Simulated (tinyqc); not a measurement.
Read current of a NAND string, cells in series solved by shooting: course of the secant iteration.

Cells in series, numbered from 0 at the source line (0 V) to the bit line, each followed by a gap resistance Rg. A cell with gate Vg, threshold VT, source Vs and drain Vd passes I = 2 nf K Vt^2 [F(Vs) - F(Vd)]/(1 + th max(Vg - VT, 0)), F(V) = ln^2(1 + exp((Vg - VT - nf V)/(2 nf Vt))). The selected cell has Vg = Vr, the others Vg = Vp.

For a trial current I start at 0 V and, cell by cell (the selected one is cell 2), solve for the drain: sqrt(F(Vd)) = sqrt(F(Vs) - I/k), k = 2 nf K Vt^2/(1 + th max(Vg - VT, 0)), Vd = [Vg - VT - 2 nf Vt ln(exp(sqrt F) - 1)]/nf, then add I Rg.

Secant steps on the end voltage less Vbl, from the two trials; a trial above the saturation current of a cell has no solution and is moved halfway to the previous trial. Stop below 1e-9 V.

Parameters, values chosen for the exercise; values of the order met in vertical NAND strings:
- T = 300 K (temperature)
- K = 3.2 uA/V^2 (gain factor of a cell)
- nf = 1.6 (slope factor)
- th = 0.09 1/V (mobility reduction factor)
- Rg = 9.1 kohm (resistance of the gap between cells)
- Vbl = 0.3 V (bit-line voltage)
- Vp = 6.4 V (pass voltage)
- Vr = 2.5 V (read voltage on the selected word line)

Constants: q = 1.602176634e-19 C, kB = 1.380649e-23 J/K, Vt = kB T/q. Results are converted to the units shown.

thresholds from the source end, cell 0 to 3 (V): [4.2, 4.2, 1.2, -1.2]
first trial current = 0.22 uA
second trial current = 0.34 uA

Course of the iteration:

| iteration | I (uA) | end voltage - Vbl (V) | halvings |
|---|---|---|---|
| 1 | 0.365720 | 2.01e-3 | 0 |
| 2 | 0.363651 | -3.19e-5 | 0 |
| 3 | 0.363683 | -4.45e-8 | 0 |
| 4 | 0.363683 | 9.82e-13 | 0 |

Did this iteration meet its convergence test, and what does its course show?

Yes. Converged in 4 iterations to I = 0.36368 uA. The selected cell takes 43.3 % of the bit-line voltage and the gaps together 4.41 %.

Program tinyqc, `OMP_NUM_THREADS=1 python tinyqc.py 2142168 2142169 out.jsonl`; Intel Xeon 2.30GHz, shared host, one thread, about 0.3 s.
